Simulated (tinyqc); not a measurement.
An infinitely deep well in a field (quantum-confined Stark shift), Airy functions: one step of the calculation.

Hard walls at x = -L/2 and +L/2; between them U(x) = -F x (eV, zero at the centre). C = hbar^2/(2 m0), e = (C F^2/m1)^(1/3), z1 = (F L/2 - E)/e at the left wall and z2 = (-F L/2 - E)/e at the right wall. Levels are the roots of D(E) = Ai(z1) Bi(z2) - Ai(z2) Bi(z1).

Question. Level without field and second-order shift. E_n(0) = C (n pi/L)^2/m1; second-order shift m1 F^2 L^4 (1 - 15/(pi n)^2)/(48 C pi^2 n^2).

Values chosen for this exercise: mass m1 = 0.48 m0; well width L = 19 nm; field F = 0.00061 V/nm; level sought n = 2.

Constants: q = 1.602176634e-19 C, hbar = 1.054571817e-34 J s, m0 = 9.1093837015e-31 kg, hbar^2/(2 m0) = 0.0380998212 eV nm^2. Results are converted to the units shown.

Give: E_n(0); second-order shift; F L/E_1(0).

Answer.

E_n(0) = 0.008680 eV
second-order shift = 0.1999 meV
F L/E_1(0) = 5.341

Numbers from tinyqc (`OMP_NUM_THREADS=1 python tinyqc.py 2580128 2580129 out.jsonl`; about 0.03 s on one thread of a shared Intel Xeon 2.30GHz).
